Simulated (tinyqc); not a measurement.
A run and its error bars: classical Heisenberg spin chain: exact results, Metropolis, heat-bath and over-relaxation steps, and a Monte Carlo run. Computed by tinyqc, a small Python program. Command: `OMP_NUM_THREADS=1 python tinyqc.py 3130378 3130379 out.jsonl heismc walk`. One thread of a shared host (Intel(R) Xeon(R) Processor @ 2.30GHz), about 0.2 s of CPU time with the checks.

E = -J sum_i s_i . s_(i+1) for unit vectors s_i on an open chain; K = J/(k_B T).

Inputs (values chosen for the exercise, for a model chain of large moments):

| quantity | value | unit |
|---|---|---|
| coupling J | -37 | meV |
| temperature T | 464 | K |
| moment mu | 3.5 | mu_B |
| length N of the open chain | 12 | - |
| seed | 749640 | - |

Update: Metropolis.

Constants: k_B = 8.617333262e-05 eV/K; mu_B = 5.7883818060e-05 eV/T.

Method:
- Each bond angle is independent, so u = <s_i . s_(i+1)> = coth K - 1/K, <s_i . s_(i+n)> = u^n, correlation length xi = -1/ln|u|, energy per bond -J u, heat capacity per bond c/k_B = 1 - K^2/sinh^2 K, and for the long chain chi = mu^2 (1 + u)/(3 k_B T (1 - u)) per spin.
- For N spins, <|sum s|^2>/N = (1 + u)/(1 - u) - 2 u (1 - u^N)/(N (1 - u)^2); the long chain has (1 + u)/(1 - u), chi over the Curie value, and the difference is relative to it.
- From the ordered state (alternating for J < 0), with trial spins uniform on the sphere, 200 sweeps are discarded and 1600 recorded (even and odd sites in turn; random numbers not printed, so these rows are one sample). Errors are the scatter of block means over sqrt(number of blocks).

K = -0.925360

u = -0.292168

<|sum s|^2>/N = 0.576950

Blocking:

| block length | mean bond product | error | <\|sum s\|^2>/N | error |
|---|---|---|---|---|
| 1 | -0.29222 | 0.0039647 | 0.57836 | 0.012133 |
| 4 | -0.29222 | 0.0050128 | 0.57836 | 0.012632 |
| 16 | -0.29222 | 0.0055948 | 0.57836 | 0.012432 |
| 40 | -0.29222 | 0.0058156 | 0.57836 | 0.013151 |
| 80 | -0.29222 | 0.0059108 | 0.57836 | 0.014261 |

What follows from these numbers?

With blocks of 40 the bond product is 0.0 error bars from the exact u = -0.2922, and <|sum s|^2>/N is 0.1 from the exact 0.577. Blocking to 40 changes the two errors by factors 1.5 and 1.1. 63 % of the trial spins are accepted.
